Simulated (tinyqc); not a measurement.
Resistance of a source-drain extension with a graded tip: one step of the calculation.

y runs along the channel, the gate covers y > 0. The doping is N0 for y < y0 and N0 10^(-(y - y0)/la) beyond, uniform over the depth xj. Sheet conductance s(y) = q mu(N) max(N - Nch, 0) xj + (for y > 0) ma Cox Vo, with mu(N) = u0 + (u1 - u0)/(1 + (N/Nr)^au) and Cox = eps0 eox/tox. Current is taken as one-dimensional; depletion of the tip, spreading and the contact are left out. The metallurgical junction lies at yj, where N = Nch.

Question. Sheet resistances and junction position. yj = y0 + la log10(N0/Nch); sheet resistance of the full extension 1/[q mu(N0)(N0 - Nch) xj] and of the gate-induced layer 1/(ma Cox Vo); metallurgical length Lg - 2 yj; ye is where the doped and the gate-induced conductances are equal.

Inputs (values chosen for the exercise); mobility law close to that of electrons in silicon:

| symbol | value | unit | meaning |
|---|---|---|---|
| eox | 3.9 |  | relative permittivity of the gate insulator (close to silicon dioxide) |
| tox | 1.9 | nm | insulator thickness |
| N0 | 5.1e19 | cm^-3 | active doping of the extension far from the gate |
| la | 3.2 | nm/decade | lateral abruptness |
| y0 | -0.1 | nm | position under the gate where the fall begins (gate edge at 0) |
| xj | 23 | nm | depth of the extension |
| Nch | 1.6e18 | cm^-3 | channel doping |
| Vo | 0.67 | V | gate overdrive |
| ma | 89 | cm^2/(V s) | mobility of the gate-induced layer |
| u1 | 1414 | cm^2/(V s) | mobility at low doping |
| u0 | 68.5 | cm^2/(V s) | mobility at high doping |
| Nr | 9.2e16 | cm^-3 | reference doping |
| au | 0.711 |  | exponent |
| Lg | 60 | nm | gate length |

Constants: q = 1.602176634e-19 C, eps0 = 8.8541878128e-14 F/cm where lengths are in cm. Results are converted to the units shown.

Give: yj; sheet resistance of the extension; sheet resistance of the induced layer; metallurgical length; ye; N at ye.

Answer.

yj = 4.7110 nm
sheet resistance of the extension = 658.66 ohm/square
sheet resistance of the induced layer = 9227.3 ohm/square
metallurgical length = 50.578 nm
ye = 3.6696 nm
N at ye = 3.3852e18 cm^-3

The gate takes over 1.04 nm before the junction, where N is still 2.12 times the channel doping.

Program tinyqc, `OMP_NUM_THREADS=1 python tinyqc.py 2282228 2282229 out.jsonl`; Intel Xeon 2.30GHz, shared host, one thread, about 0.04 s.
